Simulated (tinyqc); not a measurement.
Deep-level transient spectroscopy: one step of the calculation.

Schottky contact on an n-type layer with shallow donors Nd (all ionised) and a donor-like deep trap, neutral when filled and positive when empty; depletion approximation. Traps within lam of the depletion edge stay filled. A long pulse to Vp fills the traps beyond x1 = Wp - lam; back at Vr those between x1 and x2 = Wr - lam emit. A rate window reads S = C(t2) - C(t1).

Question. Peak temperature. Fixed-point step for en(T) = ew: T(new) = (Et q/kB)/ln(sn g T^2/ew), g = vth Nc/(300 K)^2.

Values chosen for this exercise; material values close to those of silicon: conduction-band density of states at 300 K Nc = 2.76e19 cm^-3; thermal velocity at 300 K vth = 2.2e7 cm/s; depth of the trap below the conduction edge Et = 0.15 eV; capture cross-section sn = 1.5e-14 cm^2.

Constants: q = 1.602176634e-19 C, kB = 1.380649e-23 J/K. Results are converted to the units shown.

ew = 6108.6049 1/s
T at the start = 300 K

Wanted: T after step 1.

Answer.

T after step 1 = 82.41 K

Numbers from tinyqc (`OMP_NUM_THREADS=1 python tinyqc.py 2050079 2050080 out.jsonl`; about 0.01 s on one thread of a shared Intel Xeon 2.30GHz).
